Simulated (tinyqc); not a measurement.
Force balance against energy balance: elastic strain and critical thickness of a cubic alloy layer A(1-x)B(x) on a thick substrate. Computed by tinyqc, a small Python program. Command: `OMP_NUM_THREADS=1 python tinyqc.py 3015568 3015569 out.jsonl misfit walk`. One thread of a shared host (Intel(R) Xeon(R) Processor @ 2.30GHz), about 0.01 s of CPU time with the checks.

Strain is positive in tension. The layer is coherent with the substrate unless said otherwise.

Inputs (values chosen for the exercise, for a model alloy): fraction x of B = 0.21; lattice constant a_A = 5.869 angstrom; lattice constant a_B = 6.058 angstrom; substrate lattice constant a_S = 5.865 angstrom.

Growth plane: (111). Layer: uncapped. Misfit dislocation: 60-degree.

C11, C12, C44 of A (GPa): [93, 58.25, 42.35]

C11, C12, C44 of B (GPa): [78.14, 46.25, 35.94]

Method:
- a = (1 - x) a_A + x a_B, the same rule for each C_ij; misfit f = (a_S - a)/a, the in-plane strain of the coherent layer.
- Voigt averages: G = (C11 - C12 + 3 C44)/5, B = (C11 + 2 C12)/3, nu = (3 B - 2 G)/(2 (3 B + G)); b = a/sqrt(2). The 60-degree dislocation has cos alpha = 1/2, and cos lambda = sqrt(3)/6 on (111), for glide on an inclined {111} plane.
- Matthews-Blakeslee: h_c = A [ln(h_c/b) + 1], A = b (1 - nu cos^2 alpha)/(8 pi |f| (1 + nu) cos lambda), the factor 8 pi being that of an uncapped layer.
- People-Bean: h_c = P ln(h_c/b), P = (1 - nu)/(1 + nu) b^2/(16 pi sqrt(2) a f^2). The misfit is scaled by 0.25, 0.4, 0.6, 1, 1.5, 2.2 at fixed a, b and nu; the upper root is taken, and rows with A < 1.3 b or P < 3 b, where the roots shrink to the core size or vanish, are left out.

misfit f = -0.00739419

prefactor A = 5.55632 nm

Poisson ratio nu = 0.297448

Burgers vector b = 0.417807 nm

free lattice constant a = 5.90869 angstrom

Critical thickness:
```
|f| (%)  Matthews-Blakeslee (nm)  People-Bean (nm)   ratio
0.1849                    153.50            6340.3  41.306
0.2958                     88.25            2205.0  24.987
0.4437                     54.34             874.2  16.088
0.7394                     29.14             265.7   9.117
1.1091                     17.55             100.3   5.713
1.6267                     10.72              38.5   3.587
```

What follows from these numbers?

The exponents d ln h_c/d ln f are -1.18 and -2.25 between the first rows, steeper than the -1 and -2 of the prefactors because of the logarithm. The ratio falls from 41.3 to 3.59 as the misfit grows. Where People-Bean lies above, a layer between the lines is metastable: dislocations would lower the energy but have to be nucleated.
